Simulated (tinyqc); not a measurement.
## One gate, two gates and a surrounding gate

Below threshold the potential that source and drain add obeys Laplace's equation, vanishes on the gates and decays along the channel as exp(-k y). The same ts (depleted depth over a conducting body, body thickness or wire diameter), ti and permittivities in three geometries; k is the smallest positive root of: one gate, f(k) = eps_r sin(k ti) cos(k ts) + ei cos(k ti) sin(k ts); two gates, f(k) = ei cos(k ti) cos(k ts/2) - eps_r sin(k ti) sin(k ts/2); wire, f(k) = ei J0(u)[J1(u) Y0(v) - Y1(u) J0(v)] - eps_r J1(u)[J0(u) Y0(v) - Y0(u) J0(v)], u = k ts/2, v = u + k ti. Parabolic estimates of l: sqrt((eps_r/ei) ts ti); sqrt((eps_r/(2 ei)) ts ti (1 + ei ts/(4 eps_r ti))); sqrt([2 eps_r ts^2 ln(1 + 2 ti/ts) + ei ts^2]/(16 ei)), in the same order.

Parameters, values chosen for the exercise; permittivities: semiconductor made up, insulator close to that of silicon dioxide:

| symbol | value | unit | meaning |
|---|---|---|---|
| eps_r | 12.5 |  | relative permittivity of the semiconductor |
| ei | 4.02 |  | relative permittivity of the insulator |
| ti | 1.2 | nm | insulator thickness |
| ts | 5.4 | nm | body thickness |

Scale lengths (nm):
```
                                 Lambda = pi/k  l = 1/k  l(parabolic)
one gate over a conducting body          7.960    2.534         4.489
two gates                                11.32    3.604         3.704
wire                                     7.347    2.339         2.448
```

What does the table show?

The wire has the shortest scale length, 0.649 times that of the double gate; the single gate over a conducting body has 0.703 times it, its layer ending directly on a conductor where the double gate has a second insulator. The parabolic estimates are 77 % above, 2.8 % above and 4.7 % above the exact l, in the order of the rows.

Computed by the program tinyqc: `OMP_NUM_THREADS=1 python tinyqc.py 2420103 2420104 out.jsonl`, one thread of a shared Intel Xeon 2.30GHz, about 0.01 s for the whole run.
